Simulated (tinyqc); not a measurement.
Signal and retention of a DRAM cell: one step of the calculation.

A stored one starts at Vd and leaks: Cs dV/dt = -I(V), I = a sqrt((V + Vb)/(Vd + Vb)) + b, with a = Ig exp[-(Eg1 q/kB)(1/T - 1/T0)] (generation in a depletion layer) and b = Is exp[-(Es q/kB)(1/T - 1/T0)]. The bit line is precharged to Vd/2, and charge sharing gives the signal (V - Vd/2) Cs/(Cs + Cb).

Question. Signal and margin. The cell fails below Vc = Vd/2 + dm (Cs + Cb)/Cs.

Parameters, values chosen for the exercise:
```
symbol,value,unit,meaning
Vd,1.1,V,array voltage
Cs,10,fF,cell capacitance
Cb,68,fF,bit-line capacitance
dm,48,mV,smallest signal that the sense amplifier resolves
```

Constants: q = 1.602176634e-19 C. Results are converted to the units shown.

Give: transfer ratio; signal of a fresh one; Vc; charge that may be lost; the same in electrons.

Answer.

transfer ratio = 0.1282
signal of a fresh one = 70.51 mV
Vc = 0.9244 V
charge that may be lost = 1.756 fC
the same in electrons = 1.096e4

Range of the model: Real arrays also hold a tail of unusually leaky cells and cells whose retention varies in time, which this model lacks.

tinyqc, about 0.01 s, one thread, Intel Xeon 2.30GHz (shared host): `OMP_NUM_THREADS=1 python tinyqc.py 2130157 2130158 out.jsonl`
